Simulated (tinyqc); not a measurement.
# Piezoresistors in the (001) plane of a cubic crystal, step by step

Numbers from tinyqc (`OMP_NUM_THREADS=1 python tinyqc.py 2530146 2530147 out.jsonl`; about 0.01 s on one thread of a shared Intel Xeon 2.30GHz). Printed values are rounded.

Plane stress in crystal axes x = [100], y = [010]. First-order piezoresistance: d rho_xx/rho = p11 sxx + p12 syy, d rho_yy/rho = p12 sxx + p11 syy, d rho_xy/rho = p44 sxy; a resistor along d = (cos th, sin th) changes by dR/R = d.(d rho/rho).d. Changes of geometry and second-order terms are left out.

Inputs (values chosen for the exercise); coefficients close to those of lightly doped p-type silicon: piezoresistive coefficient p11 = 6.98 x 1e-11/Pa; piezoresistive coefficient p12 = -1.03 x 1e-11/Pa; piezoresistive coefficient p44 = 141 x 1e-11/Pa; angle of the current from [100] th = 22.5 deg; stress sxx Sx = -232 MPa; stress syy Sy = -33 MPa; shear stress sxy St = 61 MPa; bridge supply Vb = 1.8 V; Young's modulus along [110] E = 161 GPa.

Range of the model: Above about 200 MPa second-order terms begin to count.

## Change of the resistivity tensor

As in the introduction.

d rho/rho (%):
```
          x        y
x  -1.58537  8.60100
y   8.60100  0.00862
```

## Resistors at th and th + 90 degrees, and the bridge

dR/R = d.(d rho/rho).d. A full bridge with two resistors of each kind in opposite arms gives Vout = Vb (a - b)/(2 + a + b), a and b the two dR/R.

dR/R at th = 4.72989 %
dR/R at th + 90 = -6.30664 %
Vout = 100.118 mV

## Longitudinal and transverse coefficients

For uniaxial stress along or across the current: pL = p11 - (A/2) sin^2(2 th), pT = p12 + (A/2) sin^2(2 th), A = p11 - p12 - p44. Gauge factor along [110]: E (p11 + p12 + p44)/2.

A = -132.990 x 1e-11/Pa
pL = 40.2275 x 1e-11/Pa
pT = -34.2775 x 1e-11/Pa
gauge factor = 118.295
